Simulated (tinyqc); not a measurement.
Inside a calculation. Method: empirical pseudopotential in a few plane waves. One step of it, computed by the program tinyqc.

Task: Bloch Hamiltonian at G. Basis: the 15 shortest G (labels in 2 pi/a), the same at every k. H(G,G') = c |k + G|^2 delta + VS(|G-G'|^2) cos((G-G').tau) + i VA sin((G-G').tau), tau = a/8 (1,1,1); 1 Ry = 13.605693 eV.

Parameters chosen for this model: fcc lattice, atoms at +/- a/8 (1,1,1); form factors in rydberg at |G|^2 in units of (2 pi/a)^2:
```
parameter                 value      unit
a                      5.850000  angstrom
VS(3)                 -0.238000        Ry
VS(8)                  0.048000        Ry
VS(11)                 0.054000        Ry
VA(3)                         0        Ry
VA(4)                         0        Ry
VA(11)                        0        Ry
hbar^2/2m (2 pi/a)^2   4.395122        eV
```

k point G (2 pi / a): [0, 0, 0]

Give: H(k) at G.

Result:

H(k) at G (eV), order +0+0+0, -1-1-1, -1-1+1, -1+1-1, -1+1+1, +1-1-1, +1-1+1, +1+1-1, +1+1+1, -2+0+0, +0-2+0, +0+0-2, +0+0+2, +0+2+0, +2+0+0:
```
[[0.000, 2.290, -2.290, -2.290, -2.290, -2.290, -2.290, -2.290, 2.290, 0.000, 0.000, 0.000, 0.000, 0.000, 0.000],
 [2.290, 13.185, 0.000, 0.000, -0.653, 0.000, -0.653, -0.653, 0.000, -2.290, -2.290, -2.290, -0.520, -0.520, -0.520],
 [-2.290, 0.000, 13.185, 0.653, 0.000, 0.653, 0.000, 0.000, -0.653, -2.290, -2.290, 0.520, 2.290, -0.520, -0.520],
 [-2.290, 0.000, 0.653, 13.185, 0.000, 0.653, 0.000, 0.000, -0.653, -2.290, 0.520, -2.290, -0.520, 2.290, -0.520],
 [-2.290, -0.653, 0.000, 0.000, 13.185, 0.000, 0.653, 0.653, 0.000, 2.290, -0.520, -0.520, -2.290, -2.290, 0.520],
 [-2.290, 0.000, 0.653, 0.653, 0.000, 13.185, 0.000, 0.000, -0.653, 0.520, -2.290, -2.290, -0.520, -0.520, 2.290],
 [-2.290, -0.653, 0.000, 0.000, 0.653, 0.000, 13.185, 0.653, 0.000, -0.520, 2.290, -0.520, -2.290, 0.520, -2.290],
 [-2.290, -0.653, 0.000, 0.000, 0.653, 0.000, 0.653, 13.185, 0.000, -0.520, -0.520, 2.290, 0.520, -2.290, -2.290],
 [2.290, 0.000, -0.653, -0.653, 0.000, -0.653, 0.000, 0.000, 13.185, -0.520, -0.520, -0.520, -2.290, -2.290, -2.290],
 [0.000, -2.290, -2.290, -2.290, 2.290, 0.520, -0.520, -0.520, -0.520, 17.580, 0.653, 0.653, -0.653, -0.653, 0.000],
 [0.000, -2.290, -2.290, 0.520, -0.520, -2.290, 2.290, -0.520, -0.520, 0.653, 17.580, 0.653, -0.653, 0.000, -0.653],
 [0.000, -2.290, 0.520, -2.290, -0.520, -2.290, -0.520, 2.290, -0.520, 0.653, 0.653, 17.580, 0.000, -0.653, -0.653],
 [0.000, -0.520, 2.290, -0.520, -2.290, -0.520, -2.290, 0.520, -2.290, -0.653, -0.653, 0.000, 17.580, 0.653, 0.653],
 [0.000, -0.520, -0.520, 2.290, -2.290, -0.520, 0.520, -2.290, -2.290, -0.653, 0.000, -0.653, 0.653, 17.580, 0.653],
 [0.000, -0.520, -0.520, -0.520, 0.520, 2.290, -2.290, -2.290, -2.290, 0.000, -0.653, -0.653, 0.653, 0.653, 17.580]]
```
